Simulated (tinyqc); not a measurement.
Raising U: Hubbard chain of 5 sites, mean field against exact. Computed by the program tinyqc. 

one-body matrix (hopping and site energies) (eV):
```
,1,2,3,4,5
1,0.5200,-1.7700,0.0000,0.0000,0.0000
2,-1.7700,0.2400,-1.7700,0.0000,0.0000
3,0.0000,-1.7700,0.5700,-1.7700,0.0000
4,0.0000,0.0000,-1.7700,-0.5500,-1.7700
5,0.0000,0.0000,0.0000,-1.7700,-0.4300
```

electrons, up and down: 3  2

Collinear unrestricted mean field (the lowest of 40 random starts) against exact diagonalisation.

Exact and mean-field results (eV):
```
U,U/t,E exact,E mean field,mean |n_up - n_down|,"double occupancy, exact",first gap in the sector
0.8900,0.5028,-8.447045,-8.409281,0.2118,0.2182,1.5614
1.7700,1.0000,-7.535368,-7.386100,0.2591,0.1961,1.5276
3.5400,2.0000,-5.995804,-5.464778,0.4423,0.1523,1.3624
5.3100,3.0000,-4.822596,-3.993036,0.6765,0.1142,1.1721
7.0800,4.0000,-3.947224,-3.035755,0.8072,0.0851,1.0028
10.6200,6.0000,-2.794161,-1.966163,0.9120,0.0493,0.7539
14.1600,8.0000,-2.100627,-1.401882,0.9502,0.0310,0.5941
21.2400,12.0000,-1.333491,-0.824724,0.9778,0.0151,0.4115
35.4000,20.0000,-0.676693,-0.356872,0.9920,0.0057,0.2521
```

In absolute terms mean field is worst at U/t = 4.0, 0.911 eV too high: at small U it is nearly exact, and at large U it misses only exchange-scale energies. Relative to the exact energy its error is 0.4 % at the smallest U, 47 % at most and 47 % at the largest. The double occupancy falls from 0.218 to 0.006.
